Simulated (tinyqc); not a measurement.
Inverse iteration on a symmetric matrix, step by step. Computed by tinyqc, a small Python program that keeps every step. Settings: method = inverse, shift = 0.94. Command: `OMP_NUM_THREADS=1 python tinyqc.py 25475 25476 out.jsonl` (the two numbers bound the seeds that draw the settings). One thread of a shared host (Intel(R) Xeon(R) Processor @ 2.60GHz), about 0.01 s of CPU time with the checks.

## Step 1

A, lower triangle:
```
          1         2         3         4         5        6
1   0.02500
2   0.20100   0.12500
3   0.71000  -0.00900   1.52400
4  -0.06100   0.13500  -0.15800   2.05200
5  -0.01900  -0.12100  -0.55000  -0.12500   2.47200
6   0.41000   0.30100  -0.01100   0.29500  -0.59200  3.59400
```

vector v at the start: 0.40825  0.40825  0.40825  0.40825  0.40825  0.40825

shift = 0.94000

solve (A - shift) w = v; v' = w/|w| with its largest component positive (the first on a tie); lambda = v'^T A v'.

vector after step 1: 0.24899  -0.21102  0.69600  0.38105  0.49100  0.15094

Rayleigh quotient after step 1 = 1.38491

## Step 2

As before.

vector after step 2: 0.40495  0.22023  0.67926  0.32432  0.46982  0.01446

Rayleigh quotient after step 2 = 1.41278

## Step 3

As before.

vector after step 3: 0.31818  -0.07395  0.75133  0.32970  0.46797  0.03294

Rayleigh quotient after step 3 = 1.43731

## Course of the iteration

Stop when the residual |A v - lambda v| is below 1e-9.

Steps:
```
step     lambda  residual
1     1.3849105  4.32e-01
2     1.4127798  2.51e-01
3     1.4373096  1.63e-01
4     1.4487740  1.07e-01
5     1.4537666  6.98e-02
6     1.4559038  4.55e-02
7     1.4568136  2.97e-02
8     1.4572002  1.93e-02
9     1.4573643  1.26e-02
10    1.4574340  8.21e-03
11    1.4574636  5.35e-03
12    1.4574761  3.48e-03
13    1.4574814  2.27e-03
14    1.4574837  1.48e-03
15    1.4574847  9.63e-04
16    1.4574851  6.27e-04
17    1.4574852  4.09e-04
18    1.4574853  2.66e-04
19    1.4574853  1.73e-04
20    1.4574854  1.13e-04
21    1.4574854  7.36e-05
22    1.4574854  4.79e-05
23    1.4574854  3.12e-05
24    1.4574854  2.03e-05
25    1.4574854  1.32e-05
26    1.4574854  8.63e-06
27    1.4574854  5.62e-06
28    1.4574854  3.66e-06
29    1.4574854  2.39e-06
30    1.4574854  1.55e-06
```

all eigenvalues, for comparison: -0.37702  0.14560  1.45749  2.04699  2.52023  3.99871

Not converged in 30 steps: the residual falls only by the ratio of the two smallest distances of eigenvalues from the shift, 0.65 a step.
